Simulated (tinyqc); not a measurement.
Worked calculation: RHF in the 6-31g basis, for H2, spin multiplicity 1. Computed by tinyqc, a small Python program that keeps every step (integrals from PySCF). Settings: charge = 0, multiplicity = 1, basis = 6-31g, energy threshold = 1e-10, iteration cap = 65, orthogonalisation = canonical, start = core, DIIS depth = 3, DIIS from iteration = 2, method = RHF. Command: `OMP_NUM_THREADS=1 python tinyqc.py 28012 28013 out.jsonl` (the two numbers bound the seeds that draw the settings). One thread of a shared host (Intel(R) Xeon(R) Processor @ 2.60GHz), about 0.04 s of CPU time with the checks. Later iterations appear only in the table of the cycle.

## One-electron integrals

Geometry (angstrom):
```
atom         x         y         z
H     0.000000  0.000000  0.000000
H     0.000000  0.000000  0.673000
```

Basis 6-31g: exponents (1/bohr^2) and contraction coefficients of normalised primitives:
```
element  l (shell)   exponent  coefficient
H            s (1)  18.731137     0.033495
H            s (1)   2.825394     0.234727
H            s (1)   0.640122     0.813757
H            s (2)   0.161278     1.000000
```

Overlap, kinetic and nuclear-attraction integrals over the contracted functions; the nuclear repulsion is the sum of Za Zb / Rab.

nuclear repulsion = 0.78629600 hartree

overlap S, lower triangle:
```
          1H 1s     1H 2s     2H 1s     2H 2s
1H 1s  1.000000
1H 2s  0.658292  1.000000
2H 1s  0.516964  0.532189  1.000000
2H 2s  0.532189  0.877719  0.658292  1.000000
```

kinetic energy T (hartree), lower triangle:
```
          1H 1s     1H 2s     2H 1s     2H 2s
1H 1s  1.395678
1H 2s  0.259735  0.241917
2H 1s  0.313226  0.180000  1.395678
2H 2s  0.180000  0.193872  0.259735  0.241917
```

nuclear attraction V (hartree), lower triangle:
```
           1H 1s      1H 2s      2H 1s      2H 2s
1H 1s  -2.417570
1H 2s  -1.210485  -1.185734
2H 1s  -1.229475  -1.011293  -2.417570
2H 2s  -1.011293  -1.077921  -1.210485  -1.185734
```

core Hamiltonian H = T + V (hartree), lower triangle:
```
           1H 1s      1H 2s      2H 1s      2H 2s
1H 1s  -1.021892
1H 2s  -0.950750  -0.943818
2H 1s  -0.916250  -0.831293  -1.021892
2H 2s  -0.831293  -0.884050  -0.950750  -0.943818
```

## Two-electron integrals

Functions are numbered as in S; the eight-fold symmetry (ij|kl) = (ji|kl) = (kl|ij) leaves the list below.

Two-electron integrals (ij|kl) in chemists' order, unique and non-zero (hartree):
```
(11|11) 1.076566   (21|11) 0.578470   (21|21) 0.329423   (22|11) 0.587396
(22|21) 0.361304   (22|22) 0.453150   (31|11) 0.474953   (31|21) 0.268376
(31|22) 0.289722   (31|31) 0.261189   (32|11) 0.376306   (32|21) 0.226190
(32|22) 0.268602   (32|31) 0.225545   (32|32) 0.214441   (33|11) 0.706162
(33|21) 0.428911   (33|22) 0.511567   (33|31) 0.474953   (33|32) 0.461965
(33|33) 1.076566   (41|11) 0.461965   (41|21) 0.263823   (41|22) 0.290653
(41|31) 0.225545   (41|32) 0.193297   (41|33) 0.376306   (41|41) 0.214441
(42|11) 0.497276   (42|21) 0.307250   (42|22) 0.389259   (42|31) 0.263312
(42|32) 0.252833   (42|33) 0.497276   (42|41) 0.252833   (42|42) 0.349103
(43|11) 0.428911   (43|21) 0.261900   (43|22) 0.319911   (43|31) 0.268376
(43|32) 0.263823   (43|33) 0.578470   (43|41) 0.226190   (43|42) 0.307250
(43|43) 0.329423   (44|11) 0.511567   (44|21) 0.319911   (44|22) 0.416649
(44|31) 0.289722   (44|32) 0.290653   (44|33) 0.587396   (44|41) 0.268602
(44|42) 0.389259   (44|43) 0.361304   (44|44) 0.453150
```

## Orthogonalisation

S = U s U^T; canonical form X = U s^(-1/2), so that X^T S X = 1. Each column of U has its largest component positive (the first on a tie).

eigenvalues of S: 0.082572  0.493273  0.522745  2.901410

X:
```
               1          2          3         4
1H 1s  -0.739098   0.763376   0.932847  0.270660
1H 2s   2.347142  -0.656425   0.293747  0.314759
2H 1s   0.739098   0.763376  -0.932847  0.270660
2H 2s  -2.347142  -0.656425  -0.293747  0.314759
```

## Starting guess

The start is the orbitals of the core Hamiltonian; D = 2 C_occ C_occ^T.

D at the start, lower triangle:
```
          1H 1s     1H 2s     2H 1s     2H 2s
1H 1s  0.405077
1H 2s  0.129344  0.041300
2H 1s  0.405077  0.129344  0.405077
2H 2s  0.129344  0.041300  0.129344  0.041300
```

## Iteration 1: building the Fock matrix

J_ij = sum D_kl (ij|kl), K_ij = sum D_kl (ik|jl); F = H + J - 0.5 K; E = tr D H + tr D J / 2 - 0.25 tr D K + E_nn.

Coulomb J (hartree), lower triangle:
```
          1H 1s     1H 2s     2H 1s     2H 2s
1H 1s  1.670836
1H 2s  0.958734  1.068854
2H 1s  0.897611  0.798508  1.670836
2H 2s  0.798508  0.966955  0.958734  1.068854
```

exchange K (hartree), lower triangle:
```
          1H 1s     1H 2s     2H 1s     2H 2s
1H 1s  1.367851
1H 2s  0.979709  0.776677
2H 1s  1.150190  0.935397  1.367851
2H 2s  0.935397  0.764738  0.979709  0.776677
```

Fock matrix F (hartree), lower triangle:
```
           1H 1s      1H 2s      2H 1s      2H 2s
1H 1s  -0.034981
1H 2s  -0.481870  -0.263303
2H 1s  -0.593734  -0.500483  -0.034981
2H 2s  -0.500483  -0.299463  -0.481870  -0.263303
```

total energy of this density = -1.06732691 hartree

## Iteration 1: diagonalisation and new density

Diagonalise F' = X^T F X, C = X C', fill 1 alpha and 1 beta electrons from the bottom; D = 2 C_occ C_occ^T. Each column has its largest component positive (the first on a tie).

F' = X^T F X (hartree), lower triangle:
```
           1          2         3          4
1   0.879718
2   0.000000   0.751283
3  -0.647193   0.000000  0.999098
4   0.000000  -0.150265  0.000000  -0.538383
```

orbital energies (hartree): MO1 -0.555659, MO2 0.289469, MO3 0.768560, MO4 1.589348

coefficients C:
```
            MO1        MO2        MO3        MO4
1H 1s  0.356083   0.082511   0.727465  -1.187291
1H 2s  0.237721   1.932160  -0.688081   1.364594
2H 1s  0.356083  -0.082511   0.727465   1.187291
2H 2s  0.237721  -1.932160  -0.688081  -1.364594
```

D after iteration 1, lower triangle:
```
          1H 1s     1H 2s     2H 1s     2H 2s
1H 1s  0.253590
1H 2s  0.169297  0.113022
2H 1s  0.253590  0.169297  0.253590
2H 2s  0.169297  0.113022  0.169297  0.113022
```

## Iteration 2: building the Fock matrix

As before.

Coulomb J (hartree), lower triangle:
```
          1H 1s     1H 2s     2H 1s     2H 2s
1H 1s  1.554508
1H 2s  0.904155  1.031939
2H 1s  0.832843  0.751301  1.554508
2H 2s  0.751301  0.931939  0.904155  1.031939
```

exchange K (hartree), lower triangle:
```
          1H 1s     1H 2s     2H 1s     2H 2s
1H 1s  1.220755
1H 2s  0.953073  0.834222
2H 1s  1.028653  0.909009  1.220755
2H 2s  0.909009  0.820149  0.953073  0.834222
```

Fock matrix F (hartree), lower triangle:
```
           1H 1s      1H 2s      2H 1s      2H 2s
1H 1s  -0.077762
1H 2s  -0.523132  -0.328990
2H 1s  -0.597733  -0.534496  -0.077762
2H 2s  -0.534496  -0.362185  -0.523132  -0.328990
```

total energy of this density = -1.12269779 hartree

## Iteration 2: diagonalisation and new density

As before.

F' = X^T F X (hartree), lower triangle:
```
           1          2         3          4
1   0.854980
2   0.000000   0.736980
3  -0.626401   0.000000  0.923146
4   0.000000  -0.125959  0.000000  -0.596332
```

orbital energies (hartree): MO1 -0.608127, MO2 0.261736, MO3 0.748775, MO4 1.516390

coefficients C:
```
            MO1        MO2        MO3        MO4
1H 1s  0.340654   0.104822   0.734816  -1.185530
1H 2s  0.252186   1.906158  -0.682912   1.400686
2H 1s  0.340654  -0.104822   0.734816   1.185530
2H 2s  0.252186  -1.906158  -0.682912  -1.400686
```

D after iteration 2, lower triangle:
```
          1H 1s     1H 2s     2H 1s     2H 2s
1H 1s  0.232091
1H 2s  0.171817  0.127196
2H 1s  0.232091  0.171817  0.232091
2H 2s  0.171817  0.127196  0.171817  0.127196
```

## Iteration 3: building the Fock matrix

As before.

Coulomb J (hartree), lower triangle:
```
          1H 1s     1H 2s     2H 1s     2H 2s
1H 1s  1.534732
1H 2s  0.894771  1.025468
2H 1s  0.821845  0.743199  1.534732
2H 2s  0.743199  0.925810  0.894771  1.025468
```

exchange K (hartree), lower triangle:
```
          1H 1s     1H 2s     2H 1s     2H 2s
1H 1s  1.194492
1H 2s  0.945785  0.841206
2H 1s  1.006844  0.901887  1.194492
2H 2s  0.901887  0.826807  0.945785  0.841206
```

Fock matrix F (hartree), lower triangle:
```
           1H 1s      1H 2s      2H 1s      2H 2s
1H 1s  -0.084406
1H 2s  -0.528871  -0.338953
2H 1s  -0.597826  -0.539038  -0.084406
2H 2s  -0.539038  -0.371643  -0.528871  -0.338953
```

total energy of this density = -1.12408823 hartree

## Iteration 3: DIIS over 2 matrices

error matrix X^T (FDS - SDF) X:
```
          1          2         3         4
1  0.000000   0.000000  0.000000  0.000000
2  0.000000   0.000000  0.000000  0.008578
3  0.000000   0.000000  0.000000  0.000000
4  0.000000  -0.008578  0.000000  0.000000
```

B (overlaps of the stored error matrices):
```
               1              2
1  6.5548798e-03  9.8217988e-04
2  9.8217988e-04  1.4716934e-04
```

Minimise |sum c_i e_i|^2 with sum c_i = 1: solve [B -1; -1 0][c; lambda] = [0; -1] with B_ij = tr e_i^T e_j, and take F = sum c_i F_i.

DIIS coefficients: -0.176248  1.176248

extrapolated F (hartree), lower triangle:
```
           1H 1s      1H 2s      2H 1s      2H 2s
1H 1s  -0.085577
1H 2s  -0.529883  -0.340709
2H 1s  -0.597843  -0.539838  -0.085577
2H 2s  -0.539838  -0.373309  -0.529883  -0.340709
```

## Iteration 3: diagonalisation and new density

As before.

F' = X^T F X (hartree), lower triangle:
```
           1          2         3          4
1   0.849789
2   0.000000   0.732297
3  -0.622153   0.000000  0.908089
4   0.000000  -0.121309  0.000000  -0.606140
```

orbital energies (hartree): MO1 -0.617046, MO2 0.256103, MO3 0.743203, MO4 1.501774

coefficients C:
```
            MO1        MO2        MO3        MO4
1H 1s  0.337927   0.109290   0.736075  -1.185126
1H 2s  0.254717   1.900865  -0.681972   1.407861
2H 1s  0.337927  -0.109290   0.736075   1.185126
2H 2s  0.254717  -1.900865  -0.681972  -1.407861
```

D after iteration 3, lower triangle:
```
          1H 1s     1H 2s     2H 1s     2H 2s
1H 1s  0.228389
1H 2s  0.172152  0.129762
2H 1s  0.228389  0.172152  0.228389
2H 2s  0.172152  0.129762  0.172152  0.129762
```

## Iteration 6 (converged): orbitals

converged F (hartree), lower triangle:
```
           1H 1s      1H 2s      2H 1s      2H 2s
1H 1s  -0.085566
1H 2s  -0.529854  -0.340685
2H 1s  -0.597828  -0.539809  -0.085566
2H 2s  -0.539809  -0.373286  -0.529854  -0.340685
```

As before.

F' = X^T F X (hartree), lower triangle:
```
           1          2         3          4
1   0.849780
2   0.000000   0.732253
3  -0.622148   0.000000  0.908081
4   0.000000  -0.121310  0.000000  -0.606107
```

orbital energies (hartree): MO1 -0.617014, MO2 0.256100, MO3 0.743159, MO4 1.501761

coefficients C:
```
            MO1        MO2        MO3        MO4
1H 1s  0.337931   0.109289   0.736072  -1.185126
1H 2s  0.254713   1.900866  -0.681973   1.407860
2H 1s  0.337931  -0.109289   0.736072   1.185126
2H 2s  0.254713  -1.900866  -0.681973  -1.407860
```

D after iteration 6, lower triangle:
```
          1H 1s     1H 2s     2H 1s     2H 2s
1H 1s  0.228395
1H 2s  0.172151  0.129758
2H 1s  0.228395  0.172151  0.228395
2H 2s  0.172151  0.129758  0.172151  0.129758
```

## Convergence

Stop when the energy changes by less than 1e-10 hartree and every element of the error matrix X^T (F D S - S D F) X is below 3e-06.

Course of the cycle:
```
iteration  E (hartree)     change  largest element of the error matrix
1          -1.06732691          -                             3.51e-01
2          -1.12269779  -5.54e-02                             5.72e-02
3          -1.12408823  -1.39e-03                             8.58e-03
4          -1.12412000  -3.18e-05                             1.39e-05
5          -1.12412000  -6.92e-11                             5.74e-06
6          -1.12412000  -1.42e-11                             2.32e-09
```

PySCF RHF in the same basis = -1.12412000 hartree

Converged in 6 iterations.

## Populations, bond orders and dipole

Mulliken: Z minus the diagonal of D S on the atom; Loewdin: the same with S^(1/2) D S^(1/2); Mayer order: 2 sum_s sum (D(s) S)_ij (D(s) S)_ji over the two atoms.

Charges (e):
```
atom  Mulliken  Loewdin
1H           0        0
2H           0        0
```

Mayer bond orders:
```
pair     order
2-1   1.000000
```

dipole moment about the origin, x y z (debye): 0.000000  0.000000  0.000000
